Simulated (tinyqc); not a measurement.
# Lossy on-chip transmission line with skin effect: line properties against frequency

A uniform line in a homogeneous dielectric: c = sqrt(er)/(c0 Z0), l = Z0 sqrt(er)/c0 (c0 = 299792458 m/s), g = w c td, w = 2 pi f. The resistance joins its limits as r = sqrt(r_dc^2 + r_hf^2), with r_dc = rho/(wd th), r_hf = kr rho/(2 delta (wd + th)), delta = sqrt(rho/(pi f mu0)), mu0 = 4 pi 1e-7 H/m; this is an interpolation, and internal inductance, up to 0.05 nH/mm at low frequency, is neglected.

gamma = sqrt((r + i w l)(g + i w c)) = alpha + i beta, Zc = sqrt((r + i w l)/(g + i w c)), roots with positive real part; loss 8.685889638 alpha in dB; phase velocity w/beta. ZL = 1/(1/RL + i w CL); reflection (ZL - Zc)/(ZL + Zc); Zin = Zc (ZL + Zc tanh(gamma len))/(Zc + ZL tanh(gamma len)); H = V_load/V_source = [Zin/(Zin + Rg)]/[cosh(gamma len) + (Zc/ZL) sinh(gamma len)].

Inputs (values chosen for the exercise):
- wd = 3 um (width of the strip)
- th = 1.8 um (thickness of the strip)
- rho = 2.2 uohm cm (resistivity)
- er = 3.9 (relative permittivity)
- td = 0 (loss tangent)
- Z0 = 50 ohm (lossless impedance sqrt(l/c))
- kr = 1.2 (factor for crowding and the return path)
- len = 0.61 mm (length)
- Rg = 10 ohm (source resistance)
- RL = 1e5 ohm (load resistance)
- CL = 100 fF (load capacitance)

Results:
```
f (GHz),r (ohm/mm),r/(w l),loss (dB/mm),|Zc| (ohm),phase velocity over c0,length in wavelengths,|H| (dB)
0.01,4.076,196.9,0.03558,701.7,0.05090,3.998e-4,-0.001084
0.03,4.079,65.70,0.06135,405.3,0.08768,6.962e-4,-0.001077
0.09,4.089,21.95,0.1048,234.4,0.1494,0.001226,-0.001013
0.8,4.205,2.540,0.2675,82.61,0.3708,0.004390,0.004607
2,4.395,1.062,0.3443,60.38,0.4567,0.008910,0.03452
7,5.109,0.3526,0.4372,51.49,0.4989,0.02855,0.4403
20,6.614,0.1598,0.5726,50.32,0.5048,0.08062,4.013
60,9.901,0.07974,0.8593,50.08,0.5060,0.2413,-5.561
```

Estimate the missing row, f = 0.3 GHz.

Computed row:
```
f (GHz),r (ohm/mm),r/(w l),loss (dB/mm),|Zc| (ohm),phase velocity over c0,length in wavelengths,|H| (dB)
0.3,4.124,6.642,0.1823,129.6,0.2578,0.002368,-2.855e-4
```

With this row back in the table: r equals w l at 2.13 GHz: below it |Zc| and the delay grow as in an RC line, above it |Zc| tends to Z0 = 50 ohm and the velocity to 1/sqrt(er) = 0.506 c0. The loss goes as f^(0.50) between the first two rows and f^(0.37) between the last two. |H| is -0.00108 dB in the first row and -5.56 dB in the last; between rows it can pass through resonances that the table doesn't show.

Program tinyqc, `OMP_NUM_THREADS=1 python tinyqc.py 2810208 2810209 out.jsonl`; Intel Xeon 2.30GHz, shared host, one thread, about 0.01 s.
